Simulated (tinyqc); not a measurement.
Raising U: Hubbard chain of 6 sites, mean field against exact. Computed by the program tinyqc. Collinear unrestricted mean field (the lowest of 40 random starts) against exact diagonalisation.

one-body matrix (hopping and site energies) (eV):
```
         1        2        3        4        5        6
1   0.0000  -0.8300   0.0000   0.0000   0.0000   0.0000
2  -0.8300   0.0000  -0.8300   0.0000   0.0000   0.0000
3   0.0000  -0.8300   0.0000  -0.8300   0.0000   0.0000
4   0.0000   0.0000  -0.8300   0.0000  -0.8300   0.0000
5   0.0000   0.0000   0.0000  -0.8300   0.0000  -0.8300
6   0.0000   0.0000   0.0000   0.0000  -0.8300   0.0000
```

electrons, up and down: 3  3

Exact and mean-field results (eV):
```
U            U/t    E exact  E mean field  mean |n_up - n_down|  double occupancy, exact  first gap in the sector
0.4100    0.4940  -5.213573     -5.184972                0.0000                   0.2268                   0.6584
0.8300    1.0000  -4.671981     -4.554972                0.0000                   0.2031                   0.5893
2.4900    3.0000  -3.084336     -2.515839                0.6726                   0.1197                   0.3970
3.3200    4.0000  -2.566829     -1.969128                0.8030                   0.0896                   0.3329
4.9800    6.0000  -1.881370     -1.352228                0.9093                   0.0522                   0.2457
6.6400    8.0000  -1.467522     -1.024438                0.9485                   0.0329                   0.1922
9.9600   12.0000  -1.008779     -0.687811                0.9770                   0.0160                   0.1323
16.6000  20.0000  -0.615437     -0.414169                0.9917                   0.0061                   0.0808
```

Estimate the missing row, U = 1.66.

Computed row:
```
U          U/t    E exact  E mean field  mean |n_up - n_down|  double occupancy, exact  first gap in the sector
1.6600  2.0000  -3.773440     -3.359030                0.4041                   0.1584                   0.4802
```

In absolute terms mean field is worst at U/t = 4.0, 0.598 eV too high: at small U it is nearly exact, and at large U it misses only exchange-scale energies. Its local moments set in at U/t = 2.0 of those listed, a broken symmetry that the exact state of a finite cluster with equal spins does not have. Relative to the exact energy its error is 0.5 % at the smallest U, 33 % at most and 33 % at the largest. The double occupancy falls from 0.227 to 0.006; at the largest U the first gap is 0.49 times the exchange scale 4t^2/U.
